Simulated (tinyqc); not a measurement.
n-type polysilicon, carrier trapping at grain boundaries: effect of the temperature.

One-dimensional grains of size Lg, uniform ionised doping N, monovalent traps Qt at each boundary at a depth Et below (for electrons) or above (for holes) the band edge there, abrupt depletion of width W on each side of a boundary, Boltzmann statistics. xi is the distance from the band edge at the grain centre to the Fermi level. Trapped charge Qt/(1 + exp((xi + VB - Et)/Vt)) = 2 N W, barrier VB = q N W^2/(2 eps0 eps_r).

NB is given at 300 K and scales as (T/300 K)^1.5. If the trap equation with xi = Vt ln(NB/N) has a root W < Lg/2, the grain is partly depleted; otherwise W = Lg/2 and the trap equation gives xi = Et - VB + Vt ln(Qt/(N Lg) - 1). N* = Qt/Lg. n0 = NB exp(-xi/Vt); mean density n0 (1 - 2 W/Lg) by charge balance in a partly depleted grain, and n0 (sqrt(pi)/2) erf(u)/u with u = sqrt(VB/Vt) in a fully depleted one; v = sqrt(kB T/(2 pi ms m0)); barrier resistivity Vt exp(VB/Vt)/(q fe n0 v Lg); grain resistivity (1 - 2 W/Lg)/(q n0 mug); effective mobility 1/(q mean density total resistivity). Rows with xi above 0.45 V, towards mid-gap, are left out, since the other carrier type is ignored.

Values chosen for this exercise; values of the order met in polycrystalline silicon:
- eps_r = 11.7 (relative permittivity)
- NB = 2.8e19 cm^-3 (conduction-band density of states at the reference temperature)
- Lg = 260 nm (grain size)
- Qt = 7.6e11 cm^-2 (trap density of a grain boundary)
- Et = 0.34 eV (depth of the trap level from the majority band edge at the boundary)
- ms = 0.49 m0 (mass for thermionic emission)
- fe = 0.12 (correction factor of the emission rate)
- mug = 110 cm^2/(V s) (mobility inside the grains)
- N = 7.3e15 cm^-3 (doping)

Constants: q = 1.602176634e-19 C, kB = 1.380649e-23 J/K, m0 = 9.1093837015e-31 kg, Vt = kB T/q, eps0 = 8.8541878128e-14 F/cm where lengths are in cm. Results are converted to the units shown.

The same in every row: N/N* = 0.24974.

Results:
```
T (K)	depleted share 2 W/Lg	VB (V)	xi (V)	mean density (cm^-3)	resistivity (ohm cm)	effective mobility (cm^2/(V s))
200	1.0000	0.095402	0.26356	1.3100e12	8.0029e5	5.9535
280	1.0000	0.095402	0.27114	1.4750e14	2038.1	20.762
320	1.0000	0.095402	0.27493	6.8159e14	306.39	29.888
360	1.0000	0.095402	0.27872	2.3006e15	69.206	39.203
400	0.92726	0.082027	0.29932	5.3103e14	23.558	498.91
440	0.78523	0.058823	0.33467	1.5678e15	12.203	326.24
```

Estimate the missing row, T = 240 K.

Computed row:
```
T (K)	depleted share 2 W/Lg	VB (V)	xi (V)	mean density (cm^-3)	resistivity (ohm cm)	effective mobility (cm^2/(V s))
240	1.0000	0.095402	0.26735	2.0056e13	24896	12.500
```

With this row back in the table: As T goes from 200 to 440, VB falls from 0.0954 to 0.0588 V, the resistivity falls from 8.00e5 to 12.2 ohm cm and the effective mobility goes from 5.95 through a maximum of 499 (at T = 400 among the rows listed) to 326 cm^2/(V s). The activation energy kB ln(rho1/rho2)/(1/T1 - 1/T2) is 0.359 eV between the first two rows and 0.249 eV between the last two; mug is held fixed. For T = 200, 240, 280, 400, 440 the grain is near the changeover between partial and full depletion, within a few Debye lengths, where both limits are rough. For T = 400, 440 the effective mobility exceeds mug, since drift through the depleted part of the grain is left out.

Numbers from tinyqc (`OMP_NUM_THREADS=1 python tinyqc.py 2830260 2830261 out.jsonl`; about 0.01 s on one thread of a shared Intel Xeon 2.30GHz).
